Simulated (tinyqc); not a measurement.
Surface potential of a MOS transistor: implicit equation and explicit approximations: two steps of the calculation.

p-type body, charge-sheet picture, depletion and inversion only, full ionisation (an idealisation for deep acceptors), Boltzmann statistics (rough once Na exp(x - xn) passes about Nc/7). In units of Vt: xg = (Vg - Vfb)/Vt, x = psi/Vt, G = gamma/sqrt(Vt), xn = (2 phiF + Vc)/Vt. The implicit equation is (xg - x)^2 = G^2 [x - 1 + exp(x - xn)] for x above about 3. Cox = eps0 eox/tox.

Values chosen for this exercise; band and dielectric values close to those of 4H silicon carbide:
```
symbol    value   unit                                                                 meaning
T           300      K                                                             temperature
Eg         3.21     eV                                                                band gap
eps_r      9.67                                                          relative permittivity
Nc      1.73e19  cm^-3                                  conduction-band density of states at T
Nv      2.52e19  cm^-3                                     valence-band density of states at T
eox         3.9         relative permittivity of the gate insulator (close to silicon dioxide)
tox         1.3     nm                                                     insulator thickness
Na       4.7e16  cm^-3                                                        acceptor density
Vfb       -0.34      V                                                       flat-band voltage
Vc          0.5      V                                                    channel-body voltage
Vg         3.53      V                                                       gate-body voltage
```

Constants: q = 1.602176634e-19 C, kB = 1.380649e-23 J/K, Vt = kB T/q, eps0 = 8.8541878128e-14 F/cm where lengths are in cm. Results are converted to the units shown.

Problem 1. Scales. ni = sqrt(Nc Nv) exp(-Eg/(2 Vt)), Eg in volts; phiF = Vt ln(Na/ni); gamma = sqrt(2 q eps0 eps_r Na)/Cox; VT = Vfb + Vt (xn + G sqrt(xn - 1)).

Wanted: phiF; gamma; G; xn; VT; xg.

Solution 1.

phiF = 1.4474 V
gamma = 0.042750 V^0.5
G = 0.26588
xn = 131.32
VT = 3.1333 V
xg = 149.70

Problem 2. New x. D = exp(x - xn), f = (xg - x)^2 - G^2 (x - 1 + D), f' = -2 (xg - x) - G^2 (1 + D), x(new) = x - f/f'.

x after iteration 1 = 145.49002
G = 0.26588245
xn = 131.31644
xg = 149.69828

Find: D; f; f'; x after iteration 2.

Solution 2.

D = 1.431e6
f = -1.011e5
f' = -1.011e5
x after iteration 2 = 144.5

tinyqc, about 0.01 s, one thread, Intel Xeon 2.30GHz (shared host): `OMP_NUM_THREADS=1 python tinyqc.py 2122092 2122093 out.jsonl`
